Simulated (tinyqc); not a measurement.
Worked calculation: two-band massive Dirac model of the K valleys. Values are carried at full precision from step to step, so a last printed digit may differ when a step is redone from the rounded ones.

Basis (conduction, valence): H = [[D/2, a t (tau kx - i ky)], [a t (tau kx + i ky), -D/2 + lam tau sz]], valley tau = +/-1, spin sz = +/-1. The gap of a spin and valley is G = D - lam tau sz. Berry curvature Omega = curl of i<u|grad u>; for the conduction band Omega_c = -tau 2 a^2 t^2 G/(G^2 + 4 a^2 t^2 k^2)^(3/2), and Omega_v = -Omega_c.

Constants: hbar^2/2m0 = 3.80998211 eV angstrom^2.

Inputs chosen for the exercise (near those used for monolayer WS2; shifted at random, so the results belong to these values and not to a real crystal): a = 3.2 angstrom (lattice constant); D = 1.8 eV (gap parameter); t = 1.44 eV (effective hopping); lam = 0.21 eV (half the valence spin splitting); tau = 1 (valley); sz = -1 (spin); k = (-0.073, 0.067) 1/angstrom (wave vector from the valley); h = 0.02 1/angstrom (side of the plaquette).

## Band edges of the four flavours

At k = 0: Ec = D/2, Ev = -D/2 + lam tau sz; mass m/m0 = c G/(a t)^2 for both bands, c = hbar^2/2m0; Omega_c(0) = -2 tau a^2 t^2/G^2.

Edges:
```
tau  sz  Ec (eV)  Ev (eV)  G (eV)  mass (m0)  Omega_c (angstrom^2)
1     1   0.9000  -0.6900  1.5900     0.2853               -16.798
1    -1   0.9000  -1.1100  2.0100     0.3607               -10.511
-1    1   0.9000  -1.1100  2.0100     0.3607                10.511
-1   -1   0.9000  -0.6900  1.5900     0.2853                16.798
```

The top of the valence band has spin up at tau = +1 and spin down at tau = -1: spin and valley are locked, with 420 meV between the two valence bands (A and B transitions at 1.590 and 2.010 eV, without exciton binding).

## H at one k

Fill in the matrix and diagonalise: E = lam tau sz/2 -/+ sqrt(G^2/4 + a^2 t^2 k^2).

H (eV), rows c, v and columns alike:
$$\begin{pmatrix}
0.9000 & -0.3364-0.3087i \\
-0.3364+0.3087i & -1.1100
\end{pmatrix}$$

levels (eV): [-1.2089, 0.9989]

cos(theta) = G/(E+ - E-) = 0.9104

## Curvature, orbital moment and circular dichroism

Omega_c from the formula; orbital moment of both bands m = -tau (a t)^2 G/(c (G^2 + 4 a^2 t^2 k^2)) in Bohr magnetons (charge -e), c = hbar^2/2m0; interband strengths |P+/-|^2 proportional to (1 +/- tau cos(theta))^2 for P+/- = Px +/- i Py, and eta = (|P+|^2 - |P-|^2)/(|P+|^2 + |P-|^2) = 2 tau cos(theta)/(1 + cos^2(theta)).

Omega_c = -7.933 angstrom^2
orbital moment = -2.298 muB
eta = 0.9956

All three change sign with the valley. The selection rule, exact at k = 0, still holds to 99.6 % here.

## The curvature from a plaquette

Corners counter-clockwise around k, from (-h/2, -h/2); upper eigenvector u with its first component real and positive; Omega = -(sum of arg <u_j|u_(j+1)>)/h^2.

Corners:
```
j       kx      ky      u_c                u_v  arg <u_j|u_j+1> (rad)
1  -0.0830  0.0570  0.97671  -0.17688+0.12147i              -0.005285
2  -0.0630  0.0570  0.98280  -0.13693+0.12389i              -0.005850
3  -0.0630  0.0770  0.97719  -0.13447+0.16435i               0.006890
4  -0.0830  0.0770  0.97148  -0.17384+0.16127i               0.007415
```

Omega_c from the plaquette = -7.925 angstrom^2

The formula at the centre gives -7.933; the plaquette averages over its area.

## Checks

- Curvature formula against a plaquette of side 1e-4: both -7.9328.
- Eta against the matrix elements of dH/dkx +/- i dH/dky: both 0.99561.

Program tinyqc; command `OMP_NUM_THREADS=1 python tinyqc.py 1451275 1451276 out.jsonl`; about 0.01 s on one thread of a shared Intel(R) Xeon(R) Processor @ 2.30GHz.
